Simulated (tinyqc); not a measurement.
Rectangular fin or nanosheet with a gate all round, subbands and threshold shift from confinement: two steps of the calculation.

Undoped body with a flat potential across it, hard walls, transport along x. Three valley pairs (g = 2 each) with the longitudinal mass along x, y or z. Non-parabolicity enters the subband edges through E (1 + al E) = gamma, so E = 2 gamma/(1 + sqrt(1 + 4 al gamma)); motion within a subband is taken as parabolic with the band-edge mass. Energies are counted from the bulk band edge.

Values chosen for this exercise; masses close to those of silicon:

| symbol | value | unit | meaning |
|---|---|---|---|
| T | 300 | K | temperature |
| ml | 0.916 | m0 | longitudinal mass |
| mt | 0.193 | m0 | transverse mass |
| al | 0.5 | 1/eV | non-parabolicity |
| t | 2.5 | nm | width (along y) |
| dl | 0 | nm | widening of the box by penetration into the insulator |
| H | 10 | nm | height (along z) |

Constants: q = 1.602176634e-19 C, kB = 1.380649e-23 J/K, hbar = 1.054571817e-34 J s, m0 = 9.1093837015e-31 kg, Vt = kB T/q, hbar^2/(2 m0) = 0.0380998212 eV nm^2. Results are converted to the units shown.

Question 1. Lowest subbands. gamma = C pi^2 [a^2/(my (t + dl)^2) + b^2/(mz (H + dl)^2)], C = hbar^2/(2 m0). List the 6 lowest, labelled by valley axis and quantum numbers, with degeneracy g and N_k: N_k = g sqrt(2 mx m0 kB T/(pi hbar^2)).

Give: E_k; g; N_k.

Answer 1.

```
subband	E_k (eV)	g	N_k (cm^-1)
y1,1	0.081818	2	4.0834e6
y1,2	0.13456	2	4.0834e6
y1,3	0.21740	2	4.0834e6
y2,1	0.25077	2	4.0834e6
z1,1	0.27737	2	4.0834e6
z1,2	0.28698	2	4.0834e6
```

Question 2. Threshold shift. Each subband has N_k = g sqrt(2 mx m0 kB T/(pi hbar^2)); without degeneracy n = exp(EF/Vt) sum N_k exp(-E_k/Vt). Classical value Nc times t H, Nc = sum over valleys of 2 g (m m0 kB T/(2 pi hbar^2))^1.5 with m = (mx my mz)^(1/3). Threshold shift dVT = Vt ln(classical value/sum N_k exp(-E_k/Vt)). Use the subbands listed.

```
subband	E_k (eV)	N_k (cm^-1)
y1,1	0.081818425	4.0833755e6
y1,2	0.13456233	4.0833755e6
y1,3	0.21740131	4.0833755e6
y2,1	0.25076930	4.0833755e6
z1,1	0.27737229	4.0833755e6
z1,2	0.28697737	4.0833755e6
```

Wanted: shares; sum N_k exp(-E_k/Vt); Nc; classical value; dVT.

Answer 2.

shares, subband y1,1 to z1,2 (%): 87.904  11.427  0.464  0.128  0.046  0.031
sum N_k exp(-E_k/Vt) = 1.9612e5 cm^-1
Nc = 2.7812e19 cm^-3
classical value = 6.9529e6 cm^-1
dVT = 92.245 mV

Program tinyqc, `OMP_NUM_THREADS=1 python tinyqc.py 2350097 2350098 out.jsonl`; Intel Xeon 2.30GHz, shared host, one thread, about 0.2 s.
